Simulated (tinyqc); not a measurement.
Where in the gap a trap does harm: carrier lifetime from Shockley-Read-Hall, radiative, Auger and surface recombination. Computed by tinyqc, a small Python program. Command: `OMP_NUM_THREADS=1 python tinyqc.py 3024503 3024504 out.jsonl lifetime walk`. One thread of a shared host (Intel(R) Xeon(R) Processor @ 2.30GHz), about 0.02 s of CPU time with the checks.

Energies are counted from the top of the valence band. Boltzmann statistics, full ionisation, and equal excess densities of electrons and holes.

Inputs (values chosen for the exercise, with bands modelled on germanium):
```
quantity                          value   unit
gap E_g                           0.665     eV
electron mass m_e                 0.212    m_0
valleys M_c                           4      -
hole mass m_h                     0.338    m_0
temperature T                       300      K
doping N                        2.3e+16  cm^-3
trap level E_t                    0.275     eV
trap density N_t                5.3e+12  cm^-3
electron cross-section sigma_n  7.1e-15   cm^2
hole cross-section sigma_p      5.2e-14   cm^2
```

Doping: n-type. Surface term: two equal surfaces.

Constants: m_0 = 9.1093837015e-31 kg; k_B = 1.380649e-23 J/K; h = 6.62607015e-34 J s; k_B = 8.617333262e-05 eV/K.

Method:
- N_c = 2 M_c (2 pi m_e k_B T/h^2)^(3/2) and N_v = 2 (2 pi m_h k_B T/h^2)^(3/2), masses in units of m_0.
- n_i = sqrt(N_c N_v) exp(-E_g/2 k_B T); majority density N/2 + sqrt(N^2/4 + n_i^2), minority density n_i^2 over it.
- v = sqrt(3 k_B T/m) with m_e or m_h; tau_n0 = 1/(sigma_n v_n N_t), tau_p0 = 1/(sigma_p v_p N_t); n1 = N_c exp(-(E_g - E_t)/k_B T), p1 = N_v exp(-E_t/k_B T).
- Low injection: tau = [tau_p0 (n_0 + n1) + tau_n0 (p_0 + p1)]/(n_0 + p_0). Depleted region (n = p = 0): generation lifetime tau_g = (tau_p0 n1 + tau_n0 p1)/n_i. n1 = N_c exp(-(E_g - E_t)/k_B T), p1 = N_v exp(-E_t/k_B T).

tau_p0 = 1.80618e-07 s

n_0 = 2.30000e+16 cm^-3

N_c = 9.79796e+18 cm^-3

tau_n0 = 1.04765e-06 s

p_0 = 1.41529e+10 cm^-3

N_v = 4.93114e+18 cm^-3

n_i = 1.80421e+13 cm^-3

The same trap at other energies:
```
E_t (eV)  SRH lifetime (s)  generation lifetime (s)
0.040           4.7985e-05               6.0940e-02
0.100           4.8742e-06               5.9834e-03
0.166           5.4601e-07               4.6580e-04
0.233           2.0799e-07               3.4891e-05
0.299           1.8280e-07               2.7855e-06
0.332           1.8141e-07               1.0075e-06
0.366           1.8151e-07               1.1337e-06
0.432           1.9001e-07               1.1966e-05
0.499           3.0579e-07               1.5956e-04
0.565           1.7885e-06               2.0497e-03
0.625           1.6556e-05               2.0876e-02
```

The SRH lifetime (other channels left aside) stays within 10 % of its least value, among these rows, from E_t = 0.299 to 0.432 eV. The generation lifetime has a sharp minimum, among these rows at 0.332 eV and exactly at 0.346 eV, where tau_p0 n1 = tau_n0 p1, since generation needs two thermal jumps and the larger one rules.

Extremes, crossings and ranges named in words are read from the listed rows.
